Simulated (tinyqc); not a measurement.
Worked calculation: smearing for a one-band metal on the fcc lattice. Values are carried at full precision from step to step, so a last printed digit may differ when a step is redone from the rounded ones.

Lattice vectors (units of a): a1 = (0, 1/2, 1/2), a2 = (1/2, 0, 1/2), a3 = (1/2, 1/2, 0). E(k) = -t A_1(k) - t2 A_2(k), A_m the sum of cos(k . R) over the 12 nearest and 6 second lattice vectors. Mesh k = sum (j_i/N) b_i, j_i = 0 .. N-1.

Values chosen for the exercise:

| symbol | value | unit | meaning |
|---|---|---|---|
| t | 0.35 | eV | nearest hopping |
| t2 | -0.01 | eV | second hopping |
| N | 4 |  | unshifted mesh |
| ne | 0.79 |  | electrons per cell |
| sigma | 0.035 | eV | width |

## Levels on the mesh

Evaluate the band and collect equal energies with their counts.

Distinct levels:

| E_k (eV) | points |
|---|---|
| -4.1400 | 1 |
| -2.1000 | 8 |
| -1.3800 | 6 |
| -0.0600 | 4 |
| -0.0200 | 12 |
| 0.7000 | 24 |
| 1.4200 | 6 |
| 1.4600 | 3 |

8 distinct levels; the mean spacing is 0.800 eV.

## Fermi level with cold (Marzari-Vanderbilt) smearing

With x = (E_k - mu)/sigma: cold (Marzari-Vanderbilt) with y = x + 1/sqrt(2), f = erfc(y)/2 + exp(-y^2)/sqrt(2 pi), s = y exp(-y^2)/sqrt(2 pi). With weights w = points/N^d (d the dimension), mu solves 2 sum w f = ne; E = 2 sum w f E_k, S = 2 sum w s, F = E - sigma S.

Weights w = points/total. Bisection from the lowest and highest level; ten steps are shown.

Bisection:

| step | low (eV) | high (eV) | mu (eV) | electrons |
|---|---|---|---|---|
| 1 | -4.1400 | 1.4600 | -1.3400 | 0.4802 |
| 2 | -1.3400 | 1.4600 | 0.0600 | 0.9764 |
| 3 | -1.3400 | 0.0600 | -0.6400 | 0.4688 |
| 4 | -0.6400 | 0.0600 | -0.2900 | 0.4688 |
| 5 | -0.2900 | 0.0600 | -0.1150 | 0.4691 |
| 6 | -0.1150 | 0.0600 | -0.0275 | 0.6942 |
| 7 | -0.0275 | 0.0600 | 0.0163 | 0.9860 |
| 8 | -0.0275 | 0.0163 | -0.0056 | 0.8673 |
| 9 | -0.0275 | -0.0056 | -0.0166 | 0.7793 |
| 10 | -0.0166 | -0.0056 | -0.0111 | 0.8239 |

## Occupations and energies

Converge mu, then list x, f and s of each level and form the sums.

mu = -0.0153 eV

x, f and s of each level:

| E_k (eV) | x | f | s |
|---|---|---|---|
| -4.1400 | -117.85 | 1.0000 | 0.0000 |
| -2.1000 | -59.56 | 1.0000 | 0.0000 |
| -1.3800 | -38.99 | 1.0000 | 0.0000 |
| -0.0600 | -1.28 | 1.0783 | -0.1644 |
| -0.0200 | -0.14 | 0.4972 | 0.1645 |
| 0.7000 | 20.44 | 0.0000 | 0.0000 |
| 1.4200 | 41.01 | 0.0000 | 0.0000 |
| 1.4600 | 42.15 | 0.0000 | 0.0000 |

E = -0.9249 eV
S = 0.0411
F = -0.9264 eV
(E + F)/2 = -0.9257 eV

Levels with f between 0.001 and 0.999: 1. f leaves the range 0 to 1: it runs from 0.0000 to 1.0783. For this scheme F itself has no term in sigma^2, so F is the estimate of the energy at zero width. That argument needs a smooth density of states, and the number of distinct levels within 2 sigma of mu is only 2, so it may fail on this mesh.

## Checks

- The slope dF/d sigma by finite differences against -S: both -0.041120.
- The slope dF/d ne by finite differences against mu (eV): both -0.015255.

(tinyqc, `OMP_NUM_THREADS=1 python tinyqc.py 1651666 1651667 out.jsonl`, Intel(R) Xeon(R) Processor @ 2.30GHz, 1 thread, shared host, about 0.3 s.)
